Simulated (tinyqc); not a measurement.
Inside a calculation. Model: junctionless gate-all-around wire, depletion approximation.

Computed by the program tinyqc: `OMP_NUM_THREADS=1 python tinyqc.py 2460162 2460163 out.jsonl`, one thread of a shared Intel Xeon 2.30GHz, about 0.01 s for the whole run. Printed values are rounded.

A uniformly doped n-type wire of radius R under a surrounding gate; long channel. Below flat band a shell from radius rc to R is fully depleted and the neutral core, at channel potential V (0 at the source, Vd at the drain), carries the current with constant mobility; s = (rc/R)^2 is the share of the cross-section that conducts. The edge of the depleted shell is taken as abrupt, so there is no subthreshold current.

Values chosen for this exercise; material values close to those of gallium arsenide:
```
symbol,value,unit,meaning
eps_r,12.7,,relative permittivity of the semiconductor
eox,9,,relative permittivity of the gate insulator
tox,7,nm,insulator thickness
R,6,nm,wire radius
Nd,4.1e18,cm^-3,donor density
Vfb,1.01,V,flat-band voltage
mu,73,cm^2/(V s),effective mobility in the wire
L,1,um,gate length
Vg,0.91,V,gate voltage
Vd,1,V,drain voltage
```

Constants: q = 1.602176634e-19 C, eps0 = 8.8541878128e-14 F/cm where lengths are in cm. Results are converted to the units shown.

## Voltages that deplete the wire

Cox = eps0 eox/(R ln(1 + tox/R)); A = q Nd R^2/(4 eps0 eps_r); B = q Nd R/(2 Cox); VT = Vfb - A - B.

Cox = 1.717726 uF/cm^2
A = 0.05257561 V
B = 0.1147260 V
VT = 0.8426984 V

Of the 0.167 V needed, 68.6 % drops over the insulator. The device is normally off.

## Iteration 1: conducting share at the source by Newton steps

s at the start = 0.5

With V = 0: f = A (1 - s + s ln s) + B (1 - s) - (Vfb - Vg); f' = A ln s - B; s(new) = s - f/f'.

f = -0.03457054 V
f' = -0.1511686 V
s after iteration 1 = 0.2713114

## Iteration 2: conducting share at the source by Newton steps

As before.

f = 0.003303056 V
f' = -0.1833102 V
s after iteration 2 = 0.2893303

## Course of the iteration: conducting share at the source by Newton steps

Stop when s changes by less than 1e-11, or after 30 iterations. s must stay positive.

Course of the iteration:
```
iteration          s  |change|
1          0.2713114     0.229
2          0.2893303    0.0180
3          0.2895014   1.71e-4
4          0.2895014   1.48e-8
5          0.2895014   < 1e-13
```

Converged in 5 iterations. At the end the number of correct digits about doubles with each step.

## Core radius, conductance and current

s0 = 0.2895014
sL = 0

s solves Vfb - Vg + V = A (1 - s + s ln s) + B (1 - s), and s = 0 where the left side exceeds A + B. I = (q mu Nd pi R^2/L)[g(s0) - g(sL)], g = A (s^2/4 - (s^2/2) ln s) + B s^2/2, with s0 at V = 0 and sL at V = Vd. rc = R sqrt(s0); the small-signal conductance at Vd = 0 is q mu Nd pi R^2 s0/L.

rc at the source = 3.228320 nm
conductance = 0.1570074 uS
I = 0.004685981 uA

The drain end is pinched off, so the current is saturated.
